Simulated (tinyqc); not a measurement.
Charge neutrality of a doped semiconductor with incomplete ionisation: one step, computed by the program tinyqc. Command: `OMP_NUM_THREADS=1 python tinyqc.py 3012494 3012495 out.jsonl dopant walk`. One thread of a shared host (Intel(R) Xeon(R) Processor @ 2.30GHz), about 0.02 s of CPU time with the checks.

Energies are counted from the top of the valence band; E_D is measured down from the conduction band and E_A up from the valence band.

Problem. Densities at the solution. n = N_c F_1/2((E_F - E_g)/k_B T), p = N_v F_1/2(-E_F/k_B T). F_1/2(eta) = (2/sqrt(pi)) int_0^infinity sqrt(x)/(1 + exp(x - eta)) dx, by the trapezoid rule in t = sqrt(x) with step 0.02 up to t = 12 (for eta < -12 by exp(eta) - exp(2 eta)/2^(3/2)). N_D+ = N_D/(1 + g_D exp((E_F - E_g + E_D)/k_B T)).

Inputs (values chosen for the exercise, modelled on GaSb):
```
quantity                            value   unit
donor density N_D                 5.6e+15  cm^-3
donor depth E_D                   0.00245     eV
donor degeneracy g_D                    2      -
static dielectric constant eps_s     16.3      -
temperature T                         300      K
```

Doping: n-type. Statistics of the bands: Fermi-Dirac.

Fermi level E_F (last iterate) = 0.6189095 eV

gap E_g = 0.7119220 eV

N_c = 1.947606e+17 cm^-3

N_v = 6.229707e+18 cm^-3

k_B T = 0.02585200 eV

Give: majority density n; minority density p; ionised share of the donors; distance of E_F from the majority band edge.

Solution.

majority density n = 5.282e+15 cm^-3

minority density p = 2.496e+08 cm^-3

ionised share of the donors = 0.9432

distance of E_F from the majority band edge = 0.09301 eV

Caution: N^(1/3) a is above 0.2 for the radius a = e^2/(8 pi eps_0 eps_s E) of the dopant: near the Mott value, 0.26, the level broadens, and above it the level has merged with the band and all dopants are ionised, so such results of a fixed depth are only formal.
